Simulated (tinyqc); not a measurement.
Drifting, spreading and decaying minority pulse (Haynes-Shockley), explicit time steps: two steps of the calculation.

Low injection in a uniform field: dn/dt = D d2n/dx2 - v dn/dx - n/tau with D = mu Vt and v = mu F towards +x. Exact solution on an infinite bar for a Gaussian start at x0: n = N0 exp(-t/tau) exp(-(x - x0 - v t)^2/(2 s^2))/sqrt(2 pi s^2), s^2 = s0^2 + 2 D t.

Inputs (values chosen for the exercise); mobility close to that of germanium at room temperature: temperature T = 250 K; minority-carrier mobility mu = 3890 cm^2/(V s); sweep field along the drift F = 46 V/cm; mesh step hx = 5.7 um; lifetime tau = 1e-8 s; time step dt = 1.2e-9 s.

Constants: q = 1.602176634e-19 C, kB = 1.380649e-23 J/K, Vt = kB T/q. Results are converted to the units shown.

Question 1. Coefficients of the scheme. Exponentially fitted fluxes: d = F hx/Vt, B(d) = d/(exp(d) - 1), k = D dt/hx^2; (L n)_i = a n_(i-1) + b n_i + c n_(i+1) with a = k B(-d), c = k B(d), b = -a - c - dt/tau. Explicit steps keep n positive for dt up to 1/[(D/hx^2)(B(d) + B(-d)) + 1/tau].

Find: D; v; d; a; b; c; positivity limit of dt.

Answer 1.

D = 83.80 cm^2/s
v = 1.789e5 cm/s
d = 1.217
a = 0.5352
b = -0.8136
c = 0.1585
positivity limit of dt = 1.475e-9 s

Question 2. Densities after a time step. (L n)_i = a n_(i-1) + b n_i + c n_(i+1), n = 0 beyond the ends. Explicit step: n(new) = n + L n.

a = 0.53517831
b = -0.81364084
c = 0.15846252
n at t = 2 dt, node 1 to 10 (in units of 1e13 cm^-3): 0.1374673  0.5084272  1.2789025  2.2582071  2.8298419  2.4396794  1.1366655  0.2298291  0.0181944  0.0005422

Find: n at t = 3 dt.

Answer 2.

n at t = 3 dt, node 1 to 10 (in units of 1e13 cm^-3): 0.1062  0.3710  0.8683  1.5537  2.1225  2.1492  1.5539  0.6540  0.1265  0.0098

Program tinyqc, `OMP_NUM_THREADS=1 python tinyqc.py 2310111 2310112 out.jsonl`; Intel Xeon 2.30GHz, shared host, one thread, about 0.01 s.
